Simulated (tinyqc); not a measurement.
Born-von Karman spring model of a cubic crystal with one atom per cell: one step, computed by the program tinyqc. Command: `OMP_NUM_THREADS=1 python tinyqc.py 3015837 3015838 out.jsonl springs walk`. One thread of a shared host (Intel(R) Xeon(R) Processor @ 2.30GHz), about 0.1 s of CPU time with the checks.

First neighbours lie at a/2 (1,1,0) (12 of them), second at a (1,0,0) (6), with all permutations and signs; the volume per atom is Omega = a^3/4.

Problem. Frequencies at the zone boundary. A neighbour at R with unit vector n couples by the matrix K(R) = kL n n^T + kT (1 - n n^T), and D(q) = (1/M) sum_R K(R) [1 - cos(q.R)]. An eigenvalue lambda of D in eV/(angstrom^2 u) gives nu = 15.6333042 THz x sqrt(lambda).

Inputs (values chosen for the exercise, for a model crystal): atomic mass M = 190 u; radial spring k1L = 1.13 eV/angstrom^2; transverse spring k1T = -0.012 eV/angstrom^2; radial spring k2L = 0.27 eV/angstrom^2; transverse spring k2T = -0.0089 eV/angstrom^2.

Lattice: fcc.

Constants: nu for 1 eV/(angstrom^2 u) = 15.6333042 THz.

Give: Frequencies (THz) at points given in 2 pi/a.

Solution.

Frequencies (THz) at points given in 2 pi/a:
```
point               nu 1   nu 2   nu 3
X (1, 0, 0)        2.373  2.373  3.392
L (0.5, 0.5, 0.5)  2.013  2.013  3.587
W (1, 0.5, 0)      2.649  2.919  2.919
K (0.75, 0.75, 0)  2.334  2.895  3.121
```
